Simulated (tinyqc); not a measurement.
Charge neutrality of a doped semiconductor with incomplete ionisation. Inputs raised by 10 %, one at a time. Computed by tinyqc, a small Python program. Command: `OMP_NUM_THREADS=1 python tinyqc.py 3010727 3010728 out.jsonl dopant sens`. One thread of a shared host (Intel(R) Xeon(R) Processor @ 2.30GHz), about 0.1 s of CPU time with the checks.

Energies are counted from the top of the valence band; E_D is measured down from the conduction band and E_A up from the valence band.

Inputs (values chosen for the exercise, for a model semiconductor): gap at 0 K E_g0 = 3.04 eV; Varshni alpha = 0.000648 eV/K; Varshni beta = 898 K; electron mass m_e = 0.143 m_0; valleys M_c = 1; hole mass m_h = 1.73 m_0; donor density N_D = 4e+14 cm^-3; acceptor density N_A = 4.4e+13 cm^-3; donor depth E_D = 0.0226 eV; acceptor depth E_A = 0.164 eV; donor degeneracy g_D = 2; acceptor degeneracy g_A = 4; temperature T = 450 K; iteration cap = 60.

Doping: n-type, compensated. Statistics of the bands: Fermi-Dirac. Solver: bisection. Start of Newton steps: intrinsic level E_i.

Constants: m_0 = 9.1093837015e-31 kg; k_B = 1.380649e-23 J/K; h = 6.62607015e-34 J s; k_B = 8.617333262e-05 eV/K.

Method:
- E_g = E_g0 - alpha T^2/(T + beta).
- N_c = 2 M_c (2 pi m_e k_B T/h^2)^(3/2) and N_v = 2 (2 pi m_h k_B T/h^2)^(3/2), masses in units of m_0.
- n_i = sqrt(N_c N_v) exp(-E_g/(2 k_B T)); E_i = E_g/2 + (k_B T/2) ln(N_v/N_c).
- n = N_c F_1/2((E_F - E_g)/k_B T), p = N_v F_1/2(-E_F/k_B T).
- F_1/2(eta) = (2/sqrt(pi)) int_0^infinity sqrt(x)/(1 + exp(x - eta)) dx, by the trapezoid rule in t = sqrt(x) with step 0.02 up to t = 12 (for eta < -12 by exp(eta) - exp(2 eta)/2^(3/2)).
- N_D+ = N_D/(1 + g_D exp((E_F - E_g + E_D)/k_B T)).
- N_A- = N_A/(1 + g_A exp((E_A - E_F)/k_B T)).
- Neutrality: p + N_D+ = n + N_A-; the log ratio is ln[(p + N_D+)/(n + N_A-)].
- Bisection of the log ratio between E = -0.3 and E_g + 0.3 eV; stop when |log ratio| < 1e-9.

Runs; columns: (1) input moved; (2) from; (3) to; (4) majority density n (cm^-3); (5) distance of E_F from the majority band edge (eV); (6) minority density p (cm^-3); (7) intrinsic density n_i (cm^-3):
```
(1)                               (2)       (3)         (4)      (5)         (6)         (7)
base run                            -         -  3.5580e+14  0.34336  8.1278e-10  5.3777e+02
donor density N_D (cm^-3)       4e+14   4.4e+14  3.9575e+14  0.33924  7.3072e-10  5.3777e+02
acceptor density N_A (cm^-3)  4.4e+13  4.84e+13  3.5140e+14  0.34384  8.2295e-10  5.3777e+02
donor depth E_D (eV)           0.0226   0.02486  3.5578e+14  0.34336  8.1281e-10  5.3777e+02
acceptor depth E_A (eV)         0.164    0.1804  3.5580e+14  0.34336  8.1278e-10  5.3777e+02
hole mass m_h (m_0)              1.73     1.903  3.5580e+14  0.34336  9.3770e-10  5.7762e+02
temperature T (K)                 450       495  3.5583e+14  0.38379  1.5832e-06  2.3735e+04
gap at 0 K E_g0 (eV)             3.04     3.344  3.5580e+14  0.34336  3.2013e-13  1.0673e+01
```

Exponents ln(y'/y) / ln(x'/x):
```
input                 majority density n  distance of E_F from the majority band edge  minority density p  intrinsic density n_i
donor density N_D                  1.117                                       -0.127              -1.117                  0.000
acceptor density N_A              -0.130                                        0.015               0.130                  0.000
donor depth E_D                    0.000                                        0.000               0.000                  0.000
acceptor depth E_A                 0.000                                        0.000               0.000                  0.000
hole mass m_h                      0.000                                        0.000               1.500                  0.750
temperature T                      0.001                                        1.168              79.472                 39.736
gap at 0 K E_g0                    0.000                                        0.000             -82.252                -41.126
```

Among the inputs moved here: majority density n answers most in size to donor density N_D (exponent +1.117), next to acceptor density N_A (-0.130); its exponent is below 0.0005 for donor depth E_D, acceptor depth E_A, hole mass m_h, gap at 0 K E_g0. Distance of E_F from the majority band edge answers most in size to temperature T (exponent +1.168), next to donor density N_D (-0.127); its exponent is below 0.0005 for donor depth E_D, acceptor depth E_A, hole mass m_h, gap at 0 K E_g0. Minority density p answers most in size to gap at 0 K E_g0 (exponent -82.252), next to temperature T (+79.472); its exponent is below 0.0005 for donor depth E_D, acceptor depth E_A. intrinsic density n_i answers most in size to gap at 0 K E_g0 (exponent -41.126), next to temperature T (+39.736); its exponent is below 0.0005 for donor density N_D, acceptor density N_A, donor depth E_D, acceptor depth E_A. Its exponent +0.750 in hole mass m_h: n_i goes as (m_e m_h)^(3/4).
